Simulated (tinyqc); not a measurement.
Schottky barrier on an n-type semiconductor with a doping step, non-linear Poisson equation by Newton steps: Capacitance-voltage profiling.

One dimension, metal at x = 0, donor density C(x) = N1 for x < x1 and Nd beyond. Energies are counted from the electron Fermi level of the semiconductor and the conduction-band edge is Ec = -psi, so n = Nc exp(psi/Vt); holes follow the Fermi level of the metal, at -V, so p = Nv exp((V - psi - Eg)/Vt). Ends: psi(0) = V - phiB and psi = Vt ln(Nd/Nc) deep inside. Boltzmann statistics, full ionisation, no current, no image force in the Poisson equation.

The Poisson equation d/dx(eps0 eps_r dpsi/dx) = -q (p - n + C) is solved on a mesh of about 1000 nodes or more that ends in neutral material. C_s = q d/dV of the integral of n over x, from the linearised equation. Probed depth w = eps0 eps_r/C_s; apparent doping N_app = C_s^3/(q eps0 eps_r dC_s/dV), the derivative by central differences over +/- 0.02 V.

Values chosen for this exercise; band and dielectric values those of a made-up semiconductor:
- T = 400 K (temperature)
- Eg = 1.22 eV (band gap)
- eps_r = 12.5 (relative permittivity)
- Nc = 4.45e19 cm^-3 (conduction-band density of states at T)
- Nv = 4.13e19 cm^-3 (valence-band density of states at T)
- Nd = 2.9e15 cm^-3 (donor density deep in the semiconductor)
- phiB = 0.87 eV (barrier height)
- x1 = 490 nm (depth of the doping step)
- N1 = 8.7e15 cm^-3 (donor density above the step)

Constants: q = 1.602176634e-19 C, kB = 1.380649e-23 J/K, Vt = kB T/q, eps0 = 8.8541878128e-14 F/cm where lengths are in cm. Results are converted to the units shown.

Result of one run:

| V (V) | C_s (nF/cm^2) | w (nm) | N_app (cm^-3) | true C(w) (cm^-3) | \|E_0\| (kV/cm) |
|---|---|---|---|---|---|
| -5 | 7.56 | 1.46e3 | 2.90e15 | 2.90e15 | 103 |

What becomes of these results when the bias of the metal against the semiconductor V is changed from -5 to -0.5 V, all else the same?

Result of the changed run:

| V (V) | C_s (nF/cm^2) | w (nm) | N_app (cm^-3) | true C(w) (cm^-3) | \|E_0\| (kV/cm) |
|---|---|---|---|---|---|
| -0.5 | 26.8 | 413 | 7.59e15 | 8.70e15 | 51.3 |

The whole series:

| V (V) | C_s (nF/cm^2) | w (nm) | N_app (cm^-3) | true C(w) (cm^-3) | \|E_0\| (kV/cm) |
|---|---|---|---|---|---|
| 0 | 37.7 | 294 | 8.54e15 | 8.70e15 | 37.1 |
| -0.5 | 26.8 | 413 | 7.59e15 | 8.70e15 | 51.3 |
| -1 | 20.8 | 532 | 4.72e15 | 2.90e15 | 61.9 |
| -1.5 | 16.0 | 690 | 3.02e15 | 2.90e15 | 70.2 |
| -2 | 13.1 | 844 | 2.90e15 | 2.90e15 | 76.7 |
| -2.5 | 11.4 | 975 | 2.90e15 | 2.90e15 | 82.2 |
| -3 | 10.2 | 1.09e3 | 2.90e15 | 2.90e15 | 87.0 |
| -3.5 | 9.27 | 1.19e3 | 2.90e15 | 2.90e15 | 91.4 |
| -4 | 8.58 | 1.29e3 | 2.90e15 | 2.90e15 | 95.4 |
| -4.5 | 8.02 | 1.38e3 | 2.90e15 | 2.90e15 | 99.1 |
| -5 | 7.56 | 1.46e3 | 2.90e15 | 2.90e15 | 103 |

C_s falls from 37.7 to 7.56 nF/cm^2 while the probed depth goes from 294 to 1460 nm. The apparent doping falls from 8.54e15 to 2.90e15 cm^-3. It departs most from the true doping at that depth for V = -1 V, where it is 63 % above it; the method senses the electrons at the edge of the depleted layer, which are smeared over a few Debye lengths (LD = 91 nm at Nd), so it cannot follow a doping that changes on that scale.

tinyqc, about 0.1 s, one thread, Intel Xeon 2.30GHz (shared host): `OMP_NUM_THREADS=1 python tinyqc.py 2020137 2020138 out.jsonl`
